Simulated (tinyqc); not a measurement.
# One level coupled to a phonon between two leads, self-consistent Born approximation: effects of single changes

Wide-band leads with mu_L = +V/2 and mu_R = -V/2; phonons in equilibrium, Nq = 1/(exp(w0/kB T) - 1). Scattering links only energies that differ by w0, so a ladder E_k = E1 + k w0 closes on itself; terms that reach past its ends are dropped. Gn and Gp are the electron and hole parts of the spectral function A = Gn + Gp.

Parameters, values chosen for the exercise:
- T = 300 K (temperature of leads and phonons)
- w0 = 80 meV (phonon energy)
- ed = 8 meV (level)
- GL = 51 meV (coupling to the left lead)
- GR = 38 meV (coupling to the right lead)
- M = 20 meV (electron-phonon matrix element)
- V = 256 mV (bias)

Constants: q = 1.602176634e-19 C, kB = 1.380649e-23 J/K, h = 6.62607015e-34 J s, Vt = kB T/q. Results are converted to the units shown.

Each table varies one quantity; the others keep the values above.

## Effect of the level position

|G|^2 = 1/[(E - ed)^2 + (GL + GR + Sin + Sout)^2/4], Gn = |G|^2 (GL fL + GR fR + Sin), Gp = |G|^2 (GL (1 - fL) + GR (1 - fR) + Sout), f = 1/(1 + exp((E - mu)/kB T)). Sin(E) = M^2 [(Nq + 1) Gn(E + w0) + Nq Gn(E - w0)], Sout(E) = M^2 [(Nq + 1) Gp(E - w0) + Nq Gp(E + w0)]. Spectral currents into the level: iL = GL [fL Gp - (1 - fL) Gn], iR = GR [fR Gp - (1 - fR) Gn]. Here E - ed is replaced by E - ed - R(E), with the real part R(E) = (1/2 pi) P int [Sin + Sout](y) dy/(E - y). The total for one spin is I = (q/h) times the integral of iL over all E (all ladders, each long enough that its ends do not matter); the power given to phonons is (1/h) times the integral of E (iL + iR).

Effect of the level position:

| ed (meV) | I (uA) | I without phonons (uA) | ratio of the two | power to phonons (nW) | share of I V (%) |
|---|---|---|---|---|---|
| 0 | 3.955 | 3.997 | 0.9896 | 17.28 | 1.707 |
| 41 | 3.801 | 3.843 | 0.9892 | 15.52 | 1.594 |
| 82 | 3.304 | 3.334 | 0.9908 | 11.11 | 1.314 |
| 123 | 2.472 | 2.468 | 1.001 | 6.165 | 0.9744 |
| 164 | 1.563 | 1.532 | 1.020 | 2.599 | 0.6496 |
| 205 | 0.8980 | 0.8713 | 1.031 | 0.8880 | 0.3863 |
| 246 | 0.5257 | 0.5109 | 1.029 | 0.2974 | 0.2210 |
| 287 | 0.3341 | 0.3269 | 1.022 | 0.1177 | 0.1376 |
| 328 | 0.2314 | 0.2279 | 1.016 | 0.05669 | 0.09570 |

I falls from 3.95 to 0.231 uA as the level leaves the window |E| < 128 meV; the ratio to the current without phonons moves up and down between 0.989 and 1.03. The power to phonons falls from 17.3 to 0.0567 nW.

## Current against bias

Same model as above.

Current against bias:

| V (mV) | I (uA) | I without phonons (uA) | ratio of the two | power to phonons (nW) | share of I V (%) |
|---|---|---|---|---|---|
| 32 | 0.7724 | 0.7885 | 0.9795 | 0.3900 | 1.578 |
| 88 | 1.980 | 2.024 | 0.9781 | 3.096 | 1.777 |
| 144 | 2.895 | 2.955 | 0.9797 | 8.004 | 1.920 |
| 200 | 3.528 | 3.584 | 0.9844 | 13.24 | 1.876 |
| 256 | 3.949 | 3.991 | 0.9896 | 17.21 | 1.702 |
| 312 | 4.228 | 4.256 | 0.9936 | 19.66 | 1.490 |
| 368 | 4.417 | 4.434 | 0.9961 | 20.99 | 1.292 |
| 424 | 4.550 | 4.560 | 0.9977 | 21.67 | 1.123 |
| 480 | 4.647 | 4.654 | 0.9985 | 22.01 | 0.9867 |

What does the table show?

I rises from 0.772 to 4.65 uA; its ratio to the current without phonons goes from 0.980 through a minimum of 0.978 (at V = 88 mV among the rows listed) to 0.999, and the share of I V given to phonons goes from 1.58 through a maximum of 1.92 (at V = 144 mV among the rows listed) to 0.987 %. Emission at zero temperature needs V above w0 = 80 mV; the rest of I V is released in the leads.

Range of the model: The self-consistent Born approximation keeps only non-crossing phonon lines and no Hartree shift; it is rough once the coupling nears the phonon energy.

Computed by the program tinyqc: `OMP_NUM_THREADS=1 python tinyqc.py 2720026 2720027 out.jsonl`, one thread of a shared Intel Xeon 2.30GHz, about 0.07 s for the whole run.
